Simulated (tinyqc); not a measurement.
UHF in the sto-3g basis, for H4, spin multiplicity 1, step by step. This run ends on a higher stationary point, not on the lowest solution. One step of it, computed by the program tinyqc.

Question. Iteration 1: diagonalisation and new density. Diagonalise F' = X^T F X, C = X C', fill 2 alpha and 2 beta electrons from the bottom; D(s) = C_occ C_occ^T. Each column has its largest component positive (the first on a tie).

F(alpha) (hartree):
```
           1H 1s      2H 1s      3H 1s      4H 1s
1H 1s  -0.256757  -0.379395  -0.167982  -0.106391
2H 1s  -0.379395  -0.114414  -0.144793  -0.167982
3H 1s  -0.167982  -0.144793  -0.114414  -0.379395
4H 1s  -0.106391  -0.167982  -0.379395  -0.256757
```

F(beta) (hartree):
```
           1H 1s      2H 1s      3H 1s      4H 1s
1H 1s  -0.114414  -0.379395  -0.167982  -0.144793
2H 1s  -0.379395  -0.256757  -0.106391  -0.167982
3H 1s  -0.167982  -0.106391  -0.256757  -0.379395
4H 1s  -0.144793  -0.167982  -0.379395  -0.114414
```

X:
```
               1          2          3         4
1H 1s   0.687396   0.573799   0.497647  0.383244
2H 1s  -0.687396  -0.573799   0.497647  0.383244
3H 1s  -0.687396   0.573799  -0.497647  0.383244
4H 1s   0.687396  -0.573799  -0.497647  0.383244
```

Give: F' = X^T F X; orbital energies; coefficients C; F' = X^T F X; orbital energies; coefficients C; D(alpha) after iteration 1; D(beta) after iteration 1.

Answer.

F' = X^T F X (alpha) (hartree):
```
         1        2        3        4
1   0.4464   0.0000   0.0000  -0.0548
2   0.0000   0.1994  -0.1032   0.0000
3   0.0000  -0.1032  -0.2689   0.0000
4  -0.0548   0.0000   0.0000  -0.5044
```

orbital energies (alpha) (hartree): MO1 -0.5075, MO2 -0.2906, MO3 0.2212, MO4 0.4496

coefficients C (alpha):
```
          MO1      MO2      MO3      MO4
1H 1s  0.4220   0.6052  -0.4589  -0.6643
2H 1s  0.3432   0.3687   0.6641   0.7082
3H 1s  0.3432  -0.3687  -0.6641   0.7082
4H 1s  0.4220  -0.6052   0.4589  -0.6643
```

F' = X^T F X (beta) (hartree):
```
        1       2        3        4
1  0.4464  0.0000   0.0000   0.0548
2  0.0000  0.1994   0.1032   0.0000
3  0.0000  0.1032  -0.2689   0.0000
4  0.0548  0.0000   0.0000  -0.5044
```

orbital energies (beta) (hartree): MO1 -0.5075, MO2 -0.2906, MO3 0.2212, MO4 0.4496

coefficients C (beta):
```
          MO1      MO2      MO3      MO4
1H 1s  0.3432   0.3687   0.6641   0.7082
2H 1s  0.4220   0.6052  -0.4589  -0.6643
3H 1s  0.4220  -0.6052   0.4589  -0.6643
4H 1s  0.3432  -0.3687  -0.6641   0.7082
```

D(alpha) after iteration 1:
```
         1H 1s    2H 1s    3H 1s    4H 1s
1H 1s   0.5444   0.3680  -0.0783  -0.1882
2H 1s   0.3680   0.2537  -0.0181  -0.0783
3H 1s  -0.0783  -0.0181   0.2537   0.3680
4H 1s  -0.1882  -0.0783   0.3680   0.5444
```

D(beta) after iteration 1:
```
         1H 1s    2H 1s    3H 1s    4H 1s
1H 1s   0.2537   0.3680  -0.0783  -0.0181
2H 1s   0.3680   0.5444  -0.1882  -0.0783
3H 1s  -0.0783  -0.1882   0.5444   0.3680
4H 1s  -0.0181  -0.0783   0.3680   0.2537
```
